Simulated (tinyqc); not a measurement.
MP2 on RHF in the sto-3g basis, frozen core, for BeH2, spin multiplicity 1, step by step. One step of it, computed by the program tinyqc.

Question. Second-order Moller-Plesset energy. E2 = sum_ijab (ia|jb) [2 (ia|jb) - (ib|ja)] / (e_i + e_j - e_a - e_b) over occupied i, j and virtual a, b; the opposite-spin part is (ia|jb)^2 / denominator, the rest is same-spin, and SCS-MP2 scales them by 6/5 and 1/3.

orbital energies (hartree): MO1 -4.534725, MO2 -0.415066, MO3 -0.370672, MO4 0.212746, MO5 0.213690, MO6 0.348878, MO7 0.686066

Two-electron integrals over orbitals (pq|rs), unique and non-zero (hartree); the lowest 1 orbital is frozen and left out:
```
(22|22) 0.381797    (32|22) -0.038579   (32|32) 0.149653    (33|22) 0.375309
(33|32) 0.031575    (33|33) 0.414266    (42|22) 0.003699    (42|32) -0.000878
(42|33) 0.004554    (42|42) 0.047049    (43|22) -0.001351   (43|32) 0.006993
(43|33) 0.002195    (43|42) 0.003793    (43|43) 0.013220    (44|22) 0.352217
(44|32) 0.000315    (44|33) 0.332936    (44|42) -0.014246   (44|43) -0.001986
(44|44) 0.450348    (52|52) 0.046893    (53|52) 0.003803    (53|53) 0.012703
(54|52) -0.004458   (54|53) -0.000544   (54|54) 0.024557    (55|22) 0.352550
(55|32) 0.000305    (55|33) 0.332891    (55|42) -0.005471   (55|43) -0.000918
(55|44) 0.400997    (55|55) 0.449859    (62|22) -0.016129   (62|32) 0.011781
(62|33) -0.037824   (62|42) -0.002552   (62|43) -0.000020   (62|44) 0.065992
(62|55) 0.067418    (62|62) 0.082154    (63|22) 0.020624    (63|32) -0.088345
(63|33) -0.025643   (63|42) -0.000061   (63|43) -0.006273   (63|44) 0.012190
(63|55) 0.012409    (63|62) 0.005582    (63|63) 0.088708    (64|22) 0.000869
(64|32) -0.000415   (64|33) -0.002722   (64|42) 0.044295    (64|43) 0.005616
(64|44) -0.001018   (64|55) 0.004369    (64|62) 0.011641    (64|63) 0.002170
(64|64) 0.047885    (65|52) 0.045859    (65|53) 0.005856    (65|54) -0.002763
(65|65) 0.048710    (66|22) 0.372456    (66|32) 0.008184    (66|33) 0.387444
(66|42) 0.011948    (66|43) 0.001986    (66|44) 0.349770    (66|55) 0.351268
(66|62) -0.024869   (66|63) -0.009910   (66|64) 0.007342    (66|66) 0.393703
(72|22) 0.010226    (72|32) -0.038282   (72|33) -0.004619   (72|42) 0.001650
(72|43) -0.005570   (72|44) -0.009900   (72|55) -0.009969   (72|62) -0.016974
(72|63) 0.060384    (72|64) -0.000874   (72|66) 0.000473    (72|72) 0.058972
(73|22) 0.001118    (73|32) 0.001525    (73|33) -0.017553   (73|42) -0.007734
(73|43) -0.001518   (73|44) 0.069834    (73|55) 0.070175    (73|62) 0.076697
(73|63) 0.016854    (73|64) 0.005993    (73|66) -0.019862   (73|72) -0.008373
(73|73) 0.086049    (74|22) 0.002999    (74|32) -0.012616   (74|33) -0.002955
(74|42) -0.003522   (74|43) 0.012241    (74|44) 0.000264    (74|55) -0.000015
(74|62) -0.001228   (74|63) 0.008296    (74|64) -0.001349   (74|66) -0.001211
(74|72) 0.002658    (74|73) -0.000190   (74|74) 0.018130    (75|52) -0.003638
(75|53) 0.012863    (75|54) 0.000145    (75|65) -0.001458   (75|75) 0.017031
(76|22) -0.032374   (76|32) 0.134479    (76|33) 0.032116    (76|42) -0.001228
(76|43) 0.007878    (76|44) -0.000315   (76|55) -0.000420   (76|62) 0.009116
(76|63) -0.089777   (76|64) -0.001015   (76|66) 0.009998    (76|72) -0.046741
(76|73) -0.000259   (76|74) -0.011121   (76|76) 0.134284    (77|22) 0.401077
(77|32) -0.013706   (77|33) 0.410716    (77|42) 0.001043    (77|43) -0.000622
(77|44) 0.376615    (77|55) 0.376376    (77|62) -0.018481   (77|63) 0.006933
(77|64) -0.002441   (77|66) 0.406891    (77|72) 0.005646    (77|73) 0.004523
(77|74) 0.000975    (77|76) -0.010042   (77|77) 0.452073
```

Hartree-Fock energy = -15.50783353 hartree

Give: Terms; Pair energies; MP2 correlation energy; SCS-MP2 correlation energy; MP2 total energy.

Answer.

Terms:
```
i  j  a  b    (ia|jb)    (ib|ja)  denominator       term
3  3  6  6     0.0887     0.0887      -1.4391    -0.0055
2  2  6  6     0.0822     0.0822      -1.5279    -0.0044
2  3  6  7     0.0767     0.0604      -1.8207    -0.0039
3  2  7  6     0.0767     0.0604      -1.8207    -0.0039
3  3  7  7     0.0860     0.0860      -2.1135    -0.0035
2  2  4  4     0.0470     0.0470      -1.2556    -0.0018
2  2  5  5     0.0469     0.0469      -1.2575    -0.0017
2  2  7  7     0.0590     0.0590      -2.2023    -0.0016
3  2  6  7     0.0604     0.0767      -1.8207    -0.0015
2  3  7  6     0.0604     0.0767      -1.8207    -0.0015
3  3  7  6     0.0169     0.0169      -1.7763  -1.60e-04
3  3  6  7     0.0169     0.0169      -1.7763  -1.60e-04
2  2  6  7    -0.0170    -0.0170      -1.8651  -1.54e-04
2  2  7  6    -0.0170    -0.0170      -1.8651  -1.54e-04
3  3  4  4     0.0132     0.0132      -1.1668  -1.50e-04
3  3  5  5     0.0127     0.0127      -1.1687  -1.38e-04
3  2  7  4    -0.0077    -0.0056      -1.6845  -4.54e-05
2  3  4  7    -0.0077    -0.0056      -1.6845  -4.54e-05
2  3  7  7    -0.0084    -0.0084      -2.1579  -3.25e-05
3  2  7  7    -0.0084    -0.0084      -2.1579  -3.25e-05
3  3  6  4    -0.0063    -0.0063      -1.3030  -3.02e-05
3  3  4  6    -0.0063    -0.0063      -1.3030  -3.02e-05
3  2  6  6     0.0056     0.0056      -1.4835  -2.10e-05
2  3  6  6     0.0056     0.0056      -1.4835  -2.10e-05
3  2  5  5     0.0038     0.0038      -1.2131  -1.19e-05
2  3  5  5     0.0038     0.0038      -1.2131  -1.19e-05
2  3  4  4     0.0038     0.0038      -1.2112  -1.19e-05
3  2  4  4     0.0038     0.0038      -1.2112  -1.19e-05
2  3  7  4    -0.0056    -0.0077      -1.6845  -1.13e-05
3  2  4  7    -0.0056    -0.0077      -1.6845  -1.13e-05
2  2  4  6    -0.0026    -0.0026      -1.3918  -4.68e-06
2  2  6  4    -0.0026    -0.0026      -1.3918  -4.68e-06
2  2  4  7     0.0016     0.0016      -1.7289  -1.57e-06
2  2  7  4     0.0016     0.0016      -1.7289  -1.57e-06
3  3  7  4    -0.0015    -0.0015      -1.6402  -1.41e-06
3  3  4  7    -0.0015    -0.0015      -1.6402  -1.41e-06
3  2  6  4  -6.10e-05  -2.04e-05      -1.3474  -4.61e-09
2  3  4  6  -6.10e-05  -2.04e-05      -1.3474  -4.61e-09
3  2  4  6  -2.04e-05  -6.10e-05      -1.3474   3.06e-10
2  3  6  4  -2.04e-05  -6.10e-05      -1.3474   3.06e-10
```

Pair energies (hartree; pair i-j sums ij and ji):
```
pair  opposite spin  same spin
2-2         -0.0098          0
3-2         -0.0107  -2.98e-04
3-3         -0.0096          0
```

MP2 correlation energy = -0.030500 hartree

SCS-MP2 correlation energy = -0.036341 hartree

MP2 total energy = -15.538333 hartree
